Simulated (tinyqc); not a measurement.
Inside a calculation. Method: Born-Oppenheimer dynamics on the RHF/sto-3g surface (energies and gradients from PySCF), for H4, spin multiplicity 1. One step of it, computed by the program tinyqc.

Question. Velocity Verlet step 1. dt = 0.5 fs = 20.6707 atomic units; x' = x + v dt - g dt^2 / (2m); after the new gradient g', v' = v - (g + g') dt / (2m).

positions (bohr):
```
            x          y         z
1H  -0.075589   0.035905  0.060471
2H   0.154958   0.024566  1.498553
3H   0.018897  -0.041574  3.080254
4H  -0.090707   0.037795  4.639278
```

velocities (bohr per atomic time unit):
```
               x             y             z
1H  -0.000407500   0.000115250   0.000402500
2H   0.000811500   0.000052250  -0.000043500
3H   0.000086500  -0.000293750  -0.000270500
4H  -0.000490500   0.000126250  -0.000088500
```

gradient (hartree/bohr):
```
              x            y            z
1H  -0.00959665  -0.00011409  -0.01653565
2H   0.00027725  -0.00448045   0.18246745
3H   0.01478263  -0.00051454  -0.22400443
4H  -0.00546323   0.00510908   0.05807263
```

masses (electron masses): 1H 1837.152588, 2H 1837.152588, 3H 1837.152588, 4H 1837.152588

gradient after step 1 (hartree/bohr):
```
              x            y            z
1H  -0.00895564  -0.00020164  -0.00730781
2H  -0.00041103  -0.00439212   0.16220651
3H   0.01492147  -0.00073167  -0.20704209
4H  -0.00555479   0.00532543   0.05214339
```

Give: positions after step 1; velocities after step 1.

Answer.

positions after step 1 (bohr):
```
          x        y       z
1H  -0.0829   0.0383  0.0707
2H   0.1717   0.0262  1.4764
3H   0.0190  -0.0476  3.1007
4H  -0.1002   0.0398  4.6307
```

velocities after step 1 (bohr per atomic time unit):
```
             x           y           z
1H  -0.0003031   0.0001170   0.0005366
2H   0.0008123   0.0001022  -0.0019825
3H  -0.0000806  -0.0002867   0.0021545
4H  -0.0004285   0.0000675  -0.0007085
```
